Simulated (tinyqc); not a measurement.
## Van der Pauw, Hall and four-point-probe measurements on a doped layer: correction factor against the shape of the sample

A uniform n-type layer with sheet resistance Rs = 1/(q ns mu), point contacts, low field (mu B small).

Rs = 1/(q ns mu). For a rectangle with contacts at the corners, RA = (8 Rs/pi) sum_(k>=0) ln coth((2k + 1) pi a/(2 b)) with current along a short side b and voltage along the opposite one, RB the same with a and b exchanged. ar = a/b. F = Rs/[(pi/ln 2)(RA + RB)/2]; small-asymmetry estimate 1 - (ln 2/2) d^2 - ((ln 2)^2/4 - (ln 2)^3/12) d^4 with d = (RB - RA)/(RB + RA).

Parameters, values chosen for the exercise: sheet density of the layer ns = 5.3e13 cm^-2; drift mobility mu = 660 cm^2/(V s).

Constants: q = 1.602176634e-19 C. Results are converted to the units shown.

Results:
```
ar    RA (ohm)  RB (ohm)   RB/RA        F  estimate of F
1       39.368    39.368  1.0000   1.0000         1.0000
1.14    25.322    58.071  2.2933  0.94416        0.94436
1.43    10.173    102.68  10.094  0.69766        0.72542
1.57    6.5524    125.90  19.215  0.59443        0.65773
1.71    4.2205    149.74  35.479  0.51141        0.61668
1.86    2.6345    175.72  66.699  0.44146        0.59168
2       1.6970    200.23  117.99  0.38992        0.57867
```

Estimate the missing row, ar = 1.29.

Computed row:
```
ar    RA (ohm)  RB (ohm)   RB/RA        F  estimate of F
1.29    15.797    80.396  5.0894  0.81853        0.82491
```

With this row back in the table: RB/RA rises from 1.00 to 118 and F falls from 1.00 to 0.390. The estimate is 0.78 % above F at a/b = 1.29 and 48 % above it in the last row. RA shrinks about as exp(-pi a/b): by a factor of 1.55 between the last two rows, against 1.55.

tinyqc, about 0.01 s, one thread, Intel Xeon 2.30GHz (shared host): `OMP_NUM_THREADS=1 python tinyqc.py 2850207 2850208 out.jsonl`
